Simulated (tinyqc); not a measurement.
Raising U: Hubbard chain of 4 sites, mean field against exact. Computed by the program tinyqc. Collinear unrestricted mean field (the lowest of 40 random starts) against exact diagonalisation.

one-body matrix (hopping and site energies) (eV):
```
         1        2        3        4
1  -0.4700  -0.9600   0.0000   0.0000
2  -0.9600  -0.4500  -0.9600   0.0000
3   0.0000  -0.9600  -0.0100  -0.9600
4   0.0000   0.0000  -0.9600   0.4000
```

electrons, up and down: 2  2

Exact and mean-field results (eV):
```
U          U/t   E exact  E mean field  mean |n_up - n_down|  double occupancy, exact  first gap in the sector
0.480    0.500  -4.46903      -4.44800                 0.000                    0.236                    1.015
0.960    1.000  -4.04101      -3.95389                 0.000                    0.210                    0.915
1.920    2.000  -3.33514      -2.98782                 0.326                    0.159                    0.749
3.840    4.000  -2.41801      -1.91793                 0.815                    0.087                    0.518
5.760    6.000  -1.90925      -1.47515                 0.917                    0.050                    0.382
7.680    8.000  -1.60451      -1.24383                 0.953                    0.031                    0.298
11.520  12.000  -1.26796      -1.00820                 0.979                    0.015                    0.205
19.200  20.000  -0.98001      -0.81761                 0.992                    0.006                    0.125
```

Estimate the missing row, U = 2.88.

Computed row:
```
U        U/t   E exact  E mean field  mean |n_up - n_down|  double occupancy, exact  first gap in the sector
2.880  3.000  -2.80728      -2.32252                 0.681                    0.118                    0.619
```

In absolute terms mean field is worst at U/t = 4.0, 0.500 eV too high: at small U it is nearly exact, and at large U it misses only exchange-scale energies. Its local moments set in at U/t = 2.0 of those listed, a broken symmetry that the exact state of a finite cluster with equal spins does not have. Relative to the exact energy its error is 0.5 % at the smallest U, 23 % at most and 17 % at the largest. The double occupancy falls from 0.236 to 0.006.
